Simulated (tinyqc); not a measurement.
Worked calculation: inverse iteration on a symmetric matrix. Computed by tinyqc, a small Python program that keeps every step. Settings: method = inverse, shift = 1.43. Command: `OMP_NUM_THREADS=1 python tinyqc.py 22088 22089 out.jsonl` (the two numbers bound the seeds that draw the settings). One thread of a shared host (Intel(R) Xeon(R) Processor @ 2.60GHz), about 0.01 s of CPU time with the checks.

## Step 1

A:
$$\begin{pmatrix}
1.956000 & -1.494000 & -0.699000 & -2.230000 \\
-1.494000 & 2.059000 & -0.875000 & 0.102000 \\
-0.699000 & -0.875000 & 2.500000 & -0.577000 \\
-2.230000 & 0.102000 & -0.577000 & 3.442000
\end{pmatrix}$$

vector v at the start: [0.500000, 0.500000, 0.500000, 0.500000]

shift = 1.430000

solve (A - shift) w = v; v' = w/|w| with its largest component positive (the first on a tie); lambda = v'^T A v'.

vector after step 1: [0.837791, 0.354065, 0.074116, 0.408963]

Rayleigh quotient after step 1 = -0.332183

## Step 2

As before.

vector after step 2: [0.325619, 0.639647, 0.681762, 0.141509]

Rayleigh quotient after step 2 = 0.286529

## Course of the iteration

Stop when the residual |A v - lambda v| is below 1e-9.

Steps:
```
step       lambda  residual
1     -0.33218338  1.15e+00
2      0.28652862  1.49e+00
3      1.46573417  1.38e+00
4      2.10727092  7.21e-01
5      2.24617781  3.00e-01
6      2.26769082  1.20e-01
7      2.27062788  4.83e-02
8      2.27096742  1.97e-02
9      2.27098873  8.27e-03
10     2.27098351  3.59e-03
11     2.27098037  1.63e-03
12     2.27097925  7.70e-04
13     2.27097889  3.78e-04
14     2.27097879  1.90e-04
15     2.27097876  9.74e-05
16     2.27097875  5.05e-05
17     2.27097875  2.63e-05
18     2.27097875  1.38e-05
19     2.27097875  7.22e-06
20     2.27097875  3.79e-06
21     2.27097875  1.99e-06
22     2.27097875  1.05e-06
23     2.27097875  5.50e-07
24     2.27097875  2.89e-07
25     2.27097875  1.52e-07
26     2.27097875  7.99e-08
27     2.27097875  4.20e-08
28     2.27097875  2.21e-08
29     2.27097875  1.16e-08
30     2.27097875  6.10e-09
```

all eigenvalues, for comparison: [-0.720614, 2.270979, 3.029566, 5.377069]

Not converged in 30 steps: the residual falls only by the ratio of the two smallest distances of eigenvalues from the shift, 0.53 a step.
